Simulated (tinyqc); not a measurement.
# Short-channel transistor, virtual-source model with series resistance: what changes with what

The current per gate width is the charge at the top of the source barrier (the virtual source) times its velocity times a saturation function; al and be are fitting constants of the model. Units: I in uA/um, Rs in ohm um, so I Rs = 1e-6 I Rs in volts; Q in uC/cm^2, so I = 1e-4 Q vx0 Fsat with vx0 in cm/s.

Parameters, values chosen for the exercise:
```
symbol,value,unit,meaning
T,273,K,temperature
Cinv,2.17,uF/cm^2,inversion capacitance
vx0,2.62e7,cm/s,velocity at the virtual source
mu,630,cm^2/(V s),apparent mobility
L,32,nm,channel length
VT0,0.367,V,threshold at zero drain voltage
dl,0.117,V/V,drain-induced barrier lowering
n0,1.43,,subthreshold factor
nd,0,1/V,growth of n with drain voltage
al,3.5,,threshold shift (in units of Vt) from weak to strong inversion
be,2,,sharpness of saturation
Rs,250,ohm um,series resistance of each contact
```

Constants: q = 1.602176634e-19 C, kB = 1.380649e-23 J/K, Vt = kB T/q. Results are converted to the units shown.

Each table varies one quantity; the others keep the values above.

## Effect of the apparent mobility on the on and off currents

Intrinsic voltages Vg' = Vgs - I Rs, Vd' = Vds - 2 I Rs. n = n0 + nd Vd', VT = VT0 - dl Vd', Ff = 1/(1 + exp((Vg' - VT + al Vt/2)/(al Vt))), Q = Cinv n Vt ln(1 + exp((Vg' - VT + al Vt Ff)/(n Vt))), Vdsat = (vx0 L/mu)(1 - Ff) + Vt Ff, Fsat = u/(1 + u^be)^(1/be) with u = Vd'/Vdsat, and I = Q vx0 Fsat per width. I is solved self-consistently. Ion is I at Vgs = Vds = 0.9 V, Ioff at Vgs = 0, Vds = 0.9 V, and Rlin = Vds/I at Vgs = 0.9 V, Vds = 0.05 V.

Result of one run:
```
mu (cm^2/(V s))  Ion (uA/um)  Ioff (nA/um)  log10(Ion/Ioff)  Rlin (ohm um)
50                     723.9         775.5            2.970           1062
```

What becomes of these results when the apparent mobility mu is changed from 50 to 240 cm^2/(V s), all else the same?

Result of the changed run:
```
mu (cm^2/(V s))  Ion (uA/um)  Ioff (nA/um)  log10(Ion/Ioff)  Rlin (ohm um)
240                     1138         782.5            3.163          619.4
```

The whole series:
```
mu (cm^2/(V s))  Ion (uA/um)  Ioff (nA/um)  log10(Ion/Ioff)  Rlin (ohm um)
50                     723.9         775.5            2.970           1062
85                     883.1         780.0            3.054          833.1
140                     1018         781.7            3.115          703.6
240                     1138         782.5            3.163          619.4
410                     1225         782.9            3.194          570.2
700                     1278         783.0            3.213          541.3
1200                    1306         783.1            3.222          524.1
2000                    1317         783.2            3.226          514.5
```

As mu goes from 50 to 2000 cm^2/(V s), Ion rises from 724 to 1320 uA/um, Ioff rises from 776 to 783 nA/um and Rlin falls from 1060 to 514 ohm um. Ion changes by a factor of 1.82 and Ioff by 1.01. Below threshold Vdsat is near Vt, so L and mu hardly reach the off current.

## Effect of the threshold at zero drain voltage on the on and off currents

Same model as above.

Effect of the threshold at zero drain voltage on the on and off currents:
```
VT0 (V)  Ion (uA/um)  Ioff (nA/um)  log10(Ion/Ioff)  Rlin (ohm um)
0.15          1535.4         80917           1.2782         532.21
0.2           1492.0         38949           1.5833         534.58
0.25          1438.1         14933           1.9836         537.33
0.3           1373.0        4639.4           2.4712         540.54
0.35          1297.9        1248.9           3.0167         544.35
0.4           1214.7        310.20           3.5928         548.93
0.45          1125.9        73.809           4.1834         554.54
0.5           1033.5        17.163           4.7797         561.52
```

What does the table show?

As VT0 goes from 0.15 to 0.5 V, Ion falls from 1540 to 1030 uA/um, Ioff falls from 80900 to 17.2 nA/um and Rlin rises from 532 to 562 ohm um. Ion changes by a factor of 0.673 and Ioff by 2.12e-4. The off current depends on it through an exponential, the on current about linearly. For VT0 = 0.15 to 0.35 V the off current passes 1 uA/um, so the device is hardly off at Vgs = 0.

## Output curve

Same model as above.

gds = dI/dVds, gm = dI/dVgs.

In this table Vgs = 0.9 V.

Output curve:
```
Vds (V)  I (uA/um)      Fsat  gds (uS/um)  gain gm/gds
0.1         182.50  0.065706       1809.9     0.017785
0.2         361.65   0.14293       1771.1     0.043122
0.3         536.18   0.23398       1716.3     0.081145
0.4         704.05   0.34095       1635.5      0.14242
0.5         861.84   0.46418       1510.7      0.25104
0.6         1003.8   0.59869       1314.8      0.46632
0.7         1121.9   0.72897       1033.4      0.92754
0.8         1209.6   0.83210       727.98       1.8507
0.9         1270.3   0.89788       505.16       3.2534
```

The current rises from 182 to 1270 uA/um as Fsat rises from 0.0657 to 0.898; gds falls from 1810 to 505 uS/um. The gain ends at 3.25, against 1/dl = 8.55 for a current that depends on Vds through barrier lowering alone; it falls short because Fsat is still growing.

Computed by the program tinyqc: `OMP_NUM_THREADS=1 python tinyqc.py 2380051 2380052 out.jsonl`, one thread of a shared Intel Xeon 2.30GHz, about 0.01 s for the whole run.
